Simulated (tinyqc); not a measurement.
# Changing the length of a cut fin or stripe

Model: stress in a transistor channel from embedded alloy regions, liners and fins, by half-space elasticity. Computed by tinyqc, a small Python program. Command: `OMP_NUM_THREADS=1 python tinyqc.py 3015886 3015887 out.jsonl stressor sweep`. One thread of a shared host (Intel(R) Xeon(R) Processor @ 2.30GHz), about 0.06 s of CPU time with the checks.

Plane strain in an isotropic half-space, the same constants everywhere; x along the channel from its centre, y downwards from the free surface; stress is positive in tension.

Inputs (values chosen for the exercise, modelled on silicon): height of the strained layer h = 24 nm.

Method. Shear-lag estimate for a stripe of length l and height h on a like substrate: the stress along it is s(x)/s_film = 1 - cosh(x/lam)/cosh(l/(2 lam)), lam = (pi/2) g h with g = 1.258; mean = 1 - (2 lam/l) tanh(l/(2 lam)).

One run for each value:

| length of a cut fin or stripe (nm) | share kept at the centre | share kept on average |
|---|---|---|
| 24 | 0.0312 | 0.0208 |
| 40 | 0.0828 | 0.0553 |
| 67 | 0.2064 | 0.1387 |
| 110 | 0.4290 | 0.2921 |
| 190 | 0.7350 | 0.5186 |
| 310 | 0.9240 | 0.6949 |
| 520 | 0.9917 | 0.8176 |
| 860 | 0.9998 | 0.8897 |
| 1400 | 1.0000 | 0.9322 |

Describe the trends.

Over the rows, share kept at the centre rises from 0.0312 to 1.000 (exponent d ln y / d ln x 1.9 between the first rows and 4.7e-4 between the last); share kept on average rises from 0.0208 to 0.932 (exponent d ln y / d ln x 1.9 between the first rows and 0.096 between the last).

Caution (rows 520, 860, 1400): far from the ends the true relaxation falls as h/x, more slowly than the exponential of the shear-lag model.
